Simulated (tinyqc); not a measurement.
# Crystallisation kinetics and data retention of a phase-change cell, step by step

Computed by the program tinyqc: `OMP_NUM_THREADS=1 python tinyqc.py 2490067 2490068 out.jsonl`, one thread of a shared Intel Xeon 2.30GHz, about 0.03 s for the whole run. Printed values are rounded.

Johnson-Mehl-Avrami-Kolmogorov law X = 1 - exp(-y^n), y = integral of k dt, k = (1/100 s) exp[-(Ec q/kB)(1/T - 1/T1)].

Inputs (values chosen for the exercise); values of the order of Ge-Sb-Te and related chalcogenides: activation energy of crystallisation Ec = 3.09 eV; temperature at which the rate k is 1/(100 s) T1 = 451 K; Avrami exponent n = 4; crystalline share at which the state is lost Xf = 0.5; storage temperature T = 402 K; heating rate b = 1 K/min; start of the ramp table Ta = 408 K; step of the table dT = 5 K; steps m = 10.

Constants: q = 1.602176634e-19 C, kB = 1.380649e-23 J/K. Results are converted to the units shown.

Range of the model: One Arrhenius rate is assumed; incubation, growth from the boundary and the non-Arrhenius kinetics of the supercooled liquid are left out.

## Retention

At fixed T the state fails at t = (-ln(1 - Xf))^(1/n)/k; ten years are 3.15576e8 s.

k = 6.18231e-7 1/s
y at failure = 0.912444
time to fail = 1.47590e6 s
the same in years = 0.0467683
temperature for ten years = 379.192 K

The cell misses ten years at 402 K.

## A heating ramp

T rises at the rate b. Start with y = k (kB Ta^2/(q Ec))/b, the integral from cold to Ta to leading order; over each step k is taken as exponential in T, so y gains (dT/b)(k2 - k1)/ln(k2/k1). dX/dt = n y^(n - 1) k exp(-y^n), listed as 0 once y^n exceeds 23.

```
point  T (K)     k (1/s)           y            X  dX/dt (1/s)
0        408  2.29528e-6  6.39325e-4  1.67066e-13  2.39917e-15
1        413  6.65165e-6  0.00186761  1.21660e-11  1.73320e-13
2        418  1.87918e-5  0.00537444  8.34323e-10  1.16689e-11
3        423  5.18016e-5   0.0151406   5.25506e-8  7.19178e-10
4        428  1.39454e-4   0.0416935   3.02185e-6   4.04291e-8
5        433  3.66930e-4    0.112233   1.58654e-4   2.07462e-6
6        438  9.44375e-4    0.295481   0.00759387   9.67124e-5
7        443  0.00237924    0.761339     0.285363   0.00300137
8        448  0.00587184     1.92117     0.999999   2.01939e-7
9        453   0.0142053     4.75104            1            0
10       458   0.0337091     11.5220            1            0
```

Among the points the rate is largest at 443 K, where X = 0.285; the exact peak lies at 444.4 K.
